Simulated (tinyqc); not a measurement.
Floating body of a partially depleted SOI transistor: body voltage and kink: one step of the calculation.

Source at 0 V. Channel current Ic = 2 nf K Vt^2 [F(0) - F(Vd)](1 + la Vd), F(V) = ln^2(1 + exp((Vg - VT - nf V)/(2 nf Vt))), VT = VT0 - gb Vb. Saturation voltage Vs = 2 Vt sqrt(F(0)) + 3 Vt, excess Ve = (Vd - Vs + sqrt((Vd - Vs)^2 + 0.0004 V^2))/2, multiplication M1 = Ai Ve exp(-Bl/Ve). Each junction passes D(v) = J1 (exp(v/Vt) - 1) + J2 (exp(v/(2 Vt)) - 1). Bipolar current Ib = bb J1 (exp(Vb/Vt) - 1). The body settles where M1 (Ic + Ib) = D(Vb) + D(Vb - Vd) + Vb/Rb; drain current Id = (1 + M1)(Ic + Ib) - D(Vb - Vd).

Problem. New Vb. Current into the body I_in = M1 (Ic + Ib) - D(Vb - Vd), current out I_out = D(Vb) + Vb/Rb; f = ln(I_in/I_out), s = df/dVb by central differences over 1e-5 V, Vb(new) = Vb - f/s.

Values chosen for this exercise; values of the order met in partially depleted silicon-on-insulator transistors:
- T = 300 K (temperature)
- VT0 = 0.33 V (threshold at zero body voltage)
- gb = 0.18 (fall of the threshold per volt of body voltage)
- nf = 1.47 (slope factor)
- K = 240 uA/(V^2 um) (gain factor per width)
- la = 0.07 1/V (channel-length modulation factor)
- Ai = 1.76 1/V (impact-ionisation prefactor)
- Bl = 6.5 V (impact-ionisation voltage)
- J1 = 9.9e-13 uA/um (diffusion saturation current of each junction)
- J2 = 8.5e-9 uA/um (recombination saturation current of each junction)
- bb = 3 (gain of the lateral bipolar transistor on the diffusion current)
- Rb = 20000 kohm um (resistance of a weak body tie to the source (1e9 stands for no tie, and the term is then dropped))
- Vg = 0.86 V (gate voltage)
- Vd = 1.8 V (drain voltage)

Constants: q = 1.602176634e-19 C, kB = 1.380649e-23 J/K, Vt = kB T/q. Results are converted to the units shown.

Vb at the start = 0.76 V

Wanted: Ic; Ve; M1; I_in; I_out; f; s; Vb after iteration 1.

Solution.

Ic = 40.87 uA/um
Ve = 1.269 V
M1 = 0.01331
I_in = 0.7755 uA/um
I_out = 5.854 uA/um
f = -2.021
s = -27.04 1/V
Vb after iteration 1 = 0.6852 V

Range of the model: The multiplication law is an empirical form chosen for the exercise; self-heating and capacitive coupling to the body are left out, and the linear laws are rough once Vb passes about 0.7 V or M1 about 0.1.

Numbers from tinyqc (`OMP_NUM_THREADS=1 python tinyqc.py 2182163 2182164 out.jsonl`; about 0.2 s on one thread of a shared Intel Xeon 2.30GHz).
